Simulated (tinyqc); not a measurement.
## Level and width from two currents at zero temperature

Question. In a resonant-tunnelling diode at zero temperature a sharp resonance at Er = E0 - alpha V between the emitter band edge and Ef carries J = K (pi/2) G Tp (Ef - Er), K = q^3 mw m0/(2 pi^2 hbar^3) (times 1e-4 for A/cm^2 per eV^2), with G its full width and Tp its peak transmission, G Tp taken as constant, and no back flow. Find G Tp and E0.

Inputs (values chosen for the exercise); masses and offsets close to those of InGaAs wells and AlAs barriers:
```
symbol,value,unit,meaning
mw,0.04,m0,"mass in the well, spacer and contacts"
Ef,0.29,eV,Fermi energy of both contacts above their band edges
alpha,0.49,,share of the bias at the well
```

Constants: q = 1.602176634e-19 C, hbar = 1.054571817e-34 J s, m0 = 9.1093837015e-31 kg. Results are converted to the units shown.

J at V = 0.14 and 0.58 V (kA/cm^2): 588.06462  4731.4219

Solution. J is linear in V: the slope gives G Tp, and the onset V0, where the line meets zero, gives E0 = Ef + alpha V0.

G Tp = 18.90 meV
E0 = 0.3280 eV

Computed by the program tinyqc: `OMP_NUM_THREADS=1 python tinyqc.py 2600130 2600131 out.jsonl`, one thread of a shared Intel Xeon 2.30GHz, about 0.1 s for the whole run.
